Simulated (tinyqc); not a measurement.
# Changing the hydrogen carrier pressure p_H

Model: microkinetic model of low-temperature epitaxy from hydride gases: adsorption, hydrogen desorption and rate control. Computed by tinyqc, a small Python program. Command: `OMP_NUM_THREADS=1 python tinyqc.py 3016906 3016907 out.jsonl hepi sweep`. One thread of a shared host (Intel(R) Xeon(R) Processor @ 2.30GHz), about 0.03 s of CPU time with the checks.

Each hydride molecule needs two free sites and leaves four hydrogen atoms, of which two leave at once as H2; theta is the hydrogen coverage, the site density is 6.78 per nm^2 and one layer is 1.358 angstrom thick.

Inputs (values chosen for the exercise, close to those used for silane and germane on Si(001)):
```
quantity                                           value  unit
silane pressure p_S                                 0.51    Pa
sticking prefactor of silane s0                     0.14     -
adsorption barrier E_s                              0.27    eV
desorption prefactor nu_d                        8.5e+11   1/s
desorption energy on silicon E_d                    2.17    eV
sticking of hydrogen s_H                         1.1e-08     -
temperature T                                        650     C
germane pressure p_G                               0.085    Pa
sticking ratio of germane to silane r_G                2     -
lowering of E_d per unit germanium fraction, dE     0.47    eV
```

Film: silicon-germanium. Order of hydrogen desorption: first.

Constants: k_B = 8.617333262e-05 eV/K; u = 1.6605390666e-27 kg; k_B = 1.380649e-23 J/K.

Method:
- Flux per site F = p/(sqrt(2 pi M k_B T) x 6.78e18 per m^2), M = 32.12 u (silane), 76.63 u (germane), 2.016 u (hydrogen); s = s0 exp(-E_s/(k_B T)); k_S = s F_S, k_G = r_G s F_G; germanium fraction x = k_G/(k_S + k_G); k = k_S + k_G; k_H = s_H F_H; k_d = nu_d exp(-(E_d - dE x)/(k_B T)).
- Temperatures in kelvin are T(C) + 273.15.
- With k the hydride and k_H the hydrogen adsorption rate on free pairs and k_d the desorption rate, steady state: 2 (k + k_H)(1 - theta)^2 = k_d theta; growth rate R = k (1 - theta)^2 layers/s; 1 layer/s = 8.148 nm/min.
- With c = 2 (k + k_H)/k_d the free share is 1 - theta = 2/(1 + sqrt(1 + 4c)).
- X_i = d ln R/d ln k_i at fixed other constants. With f = 1 - theta and a = 2/f + 1/theta: d ln f/d ln k_d = 1/(a f), so X_d = 2/(a f), X_k = 1 - X_d k/(k + k_H), X_H = -X_d k_H/(k + k_H); they sum to 1.

One run for each value:
```
hydrogen carrier pressure p_H (Pa)  growth rate G (nm/min)  hydrogen coverage theta  X_H (hydrogen adsorption)
1                                                   8.4726                  0.60238                -1.1327e-05
4                                                   8.4723                  0.60239                -4.5307e-05
20                                                  8.4707                  0.60243                -2.2649e-04
70                                                  8.4659                  0.60254                -7.9220e-04
300                                                 8.4440                  0.60306                -3.3853e-03
1000                                                8.3778                  0.60461                -1.1185e-02
6000                                                7.9355                  0.61519                -6.3150e-02
20000                                               6.9235                  0.64056                -1.8082e-01
100000                                              4.0658                  0.72456                -5.0505e-01
```

What does the table show, and why?

Over the rows, growth rate G (nm/min) falls from 8.47 to 4.07; hydrogen coverage theta rises from 0.602 to 0.725; X_H (hydrogen adsorption) falls from -1.13e-5 to -0.505 (exponent d ln y / d ln x 1.00 between the first rows and 0.64 between the last). At the low end the exponent of growth rate G is 0.00, close to 0: carrier hydrogen plays no part.

Caution (rows 6000, 20000, 100000): at carrier pressures near or above 1e4 Pa gas-phase transport, left out here, begins to limit.
